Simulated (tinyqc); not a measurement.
Worked calculation: Hubbard chain of 5 sites. Computed by tinyqc, a small Python program that keeps every step. Settings: hopping = 1.61, U = 6.0, mixing = 1, iteration cap = 56. Command: `OMP_NUM_THREADS=1 python tinyqc.py 27947 27948 out.jsonl` (the two numbers bound the seeds that draw the settings). One thread of a shared host (Intel(R) Xeon(R) Processor @ 2.60GHz), about 0.2 s of CPU time with the checks.

one-body matrix (hopping and site energies) (eV), order 1, 2, 3, 4, 5:
```
[[-0.620000, -1.610000, 0.000000, 0.000000, 0.000000],
 [-1.610000, 0.630000, -1.610000, 0.000000, 0.000000],
 [0.000000, -1.610000, 0.640000, -1.610000, 0.000000],
 [0.000000, 0.000000, -1.610000, -0.660000, -1.610000],
 [0.000000, 0.000000, 0.000000, -1.610000, -0.920000]]
```

U = 6.000000 eV

electrons, up and down: [1, 1]

n(up) at the start (a guess, not normalised): [0.200000, 0.200000, 0.200000, 0.200000, 0.200000]

n(down) at the start (a guess): [0.200000, 0.200000, 0.200000, 0.200000, 0.200000]

Each step fills the lowest levels of T + U n(other spin) and sets n(new) = n + mixing (n(out) - n); stop when output and input agree to 1e-8.

Course of the cycle:
```
iteration       E (eV)  largest |n(out) - n(in)|  mean |n_up - n_down|
1          -4.06939293                  2.39e-01              0.000000
2          -2.61616315                  4.21e-01              0.000000
3          -3.32483207                  4.55e-01              0.000000
4          -2.38895924                  4.56e-01              0.000000
5          -3.26605979                  4.62e-01              0.000000
6          -2.40057260                  4.62e-01              0.000000
7          -3.26042483                  4.62e-01              0.000000
8          -2.40299631                  4.62e-01              0.000000
9          -3.25970478                  4.62e-01              0.000000
10         -2.40339827                  4.62e-01              0.000000
11         -3.25960269                  4.62e-01              0.000000
...                ...                       ...                   ...
46         -2.40347291                  4.62e-01              0.000000
47         -3.25958489                  4.62e-01              0.000000
48         -2.40347291                  4.62e-01              0.000000
49         -3.25958489                  4.62e-01              0.000000
50         -2.40347291                  4.62e-01              0.000000
51         -3.25958489                  4.62e-01              0.000000
52         -2.40347291                  4.62e-01              0.000000
53         -3.25958489                  4.62e-01              0.000000
54         -2.40347291                  4.62e-01              0.000000
55         -3.25958489                  4.62e-01              0.000000
56         -2.40347291                  4.62e-01              0.000000
```

Can the last value be used, and what does the course show?

Not by the stop rule. Not converged within 56 iterations: the residual has stopped falling: the iteration swings between two states. The lowest mean-field energy found from random starts is -4.94691 eV. Reruns (cap 100 unless said): mixing 0.2: converged in 46 to a higher stationary point (E = -4.46230); mixing 0.5: not converged; mixing 0.9: not converged; the original settings with a cap of 400: not converged.
